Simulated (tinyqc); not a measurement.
Effective mass of the light-hole band from tabulated energies: one step. Finite differences. The numbers come from values chosen for the exercise (band of an eight-band Kane model near InSb).

c = hbar^2/2m0.
Constants: hbar^2/2m0 = 3.80998211 eV angstrom^2.

Energies along [110], from the band edge downward:

| k (1/angstrom) | E (meV) |
|---|---|
| 0.0000000 | 0.000000 |
| 0.0009600 | 0.235800 |
| 0.0019200 | 0.940200 |
| 0.0028800 | 2.103800 |
| 0.0038400 | 3.711700 |
| 0.0048000 | 5.744200 |
| 0.0057600 | 8.178000 |
| 0.0067200 | 10.986900 |
| 0.0076800 | 14.143400 |

reference mass (curvature of the model at k = 0.0001 1/angstrom) = 0.0148712 m0

Task: The band is even in k. m = c k^2/E(k) from the points 1, 2, 4 (k = 0 is point 0); Richardson from points 1 and 2: c/m = [16 E(k1) - E(k2)]/(12 k1^2).

Give: m from points 1, 2, 4; m by Richardson.

Result:

m from points 1, 2, 4 (m0): 0.01489  0.01494  0.01514

m by Richardson = 0.01488 m0

Errors against the reference: +0.13, +0.45 and +1.78 % and +0.03 %. The extrapolation removes the k^4 term.

Run: tinyqc, `OMP_NUM_THREADS=1 python tinyqc.py 1850514 1850515 out.jsonl`; Intel(R) Xeon(R) Processor @ 2.30GHz, one thread, shared host; about 0.01 s of CPU time with all checks.
